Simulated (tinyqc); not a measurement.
The diagram with and without ligand: potential-pH (Pourbaix) lines of a metal, its cation, its oxide and an oxyanion, with a complexing ligand. Computed by tinyqc, a small Python program. Command: `OMP_NUM_THREADS=1 python tinyqc.py 3015046 3015047 out.jsonl pourb walk`. One thread of a shared host (Intel(R) Xeon(R) Processor @ 2.30GHz), about 0.01 s of CPU time with the checks.

Potentials are against the standard hydrogen electrode; solids and water have unit activity; dG_f of M, H+ and the electron is zero; F = e N_A and s = R T ln(10)/F. The cation carries z = 2.

Inputs (values chosen for the exercise, modelled on nickel):

| quantity | value | unit |
|---|---|---|
| dG_f of the cation | -45.45 | kJ/mol |
| dG_f of the oxide | -211.72 | kJ/mol |
| dG_f of the oxyanion | -289.36 | kJ/mol |
| dG_f of water | -237.14 | kJ/mol |
| temperature T | 298.15 | K |
| log10 of the dissolved activity a | -5 | - |
| log10 of the stability constant beta of ML | 7.5 | - |
| pKa of HL | 5.1 | - |
| total ligand c_L | 0.0056 | mol/L |

Species: M, M2+, MO, MO2(2-).

Constants: R = 8.314462618 J/(mol K); e = 1.602176634e-19 C; N_A = 6.02214076e+23 1/mol.

Method. M2+ + 2e = M; MO + 2H+ + 2e = M + H2O; MO2(2-) + 4H+ + 2e = M + 2H2O. For each, E0 = -dG/(z F), and E = E0 + (s/z) log10 a - (s n_H/z) pH, with no activity term for the oxide. The free ligand is c_L/(1 + 10^(pKa - pH)) (ligand in excess); dissolved metal is a in all, so the free cation is a/alpha, alpha = 1 + beta [L]; the cation line drops by (s/z) log10 alpha.

E0 (V): cation -0.235528, oxide 0.131730, oxyanion 0.958280

s = 0.0591593 V

Lines against the metal (V); the species with the lowest line is stable above it:

| pH | cation | oxide | oxyanion | stable above | cation with ligand | stable above, ligand |
|---|---|---|---|---|---|---|
| 0 | -0.38343 | 0.13173 | 0.81038 | cation | -0.39471 | dissolved |
| 2 | -0.38343 | 0.01341 | 0.57374 | cation | -0.44705 | dissolved |
| 4 | -0.38343 | -0.10491 | 0.33711 | cation | -0.50515 | dissolved |
| 5 | -0.38343 | -0.16407 | 0.21879 | cation | -0.52820 | dissolved |
| 6 | -0.38343 | -0.22323 | 0.10047 | cation | -0.53714 | dissolved |
| 7 | -0.38343 | -0.28239 | -0.01785 | cation | -0.53851 | dissolved |
| 8 | -0.38343 | -0.34154 | -0.13617 | cation | -0.53865 | dissolved |
| 9 | -0.38343 | -0.40070 | -0.25449 | oxide | -0.53866 | dissolved |
| 10 | -0.38343 | -0.45986 | -0.37280 | oxide | -0.53867 | dissolved |
| 12 | -0.38343 | -0.57818 | -0.60944 | oxyanion | -0.53867 | oxyanion |
| 14 | -0.38343 | -0.69650 | -0.84608 | oxyanion | -0.53867 | oxyanion |

Without ligand the oxide holds 2 of the eleven rows (pH 9 to 10), with it 0. The ligand acts once beta [L] exceeds 1, from pH = pKa - log10(beta c_L) = -0.1 on, that is in all rows; its line then falls by at most s/z per pH unit and flattens beyond pKa, 0.155 V below the free cation at most. The oxide line falls faster, by s per pH unit.

Extremes, crossings and ranges named in words are read from the listed rows.
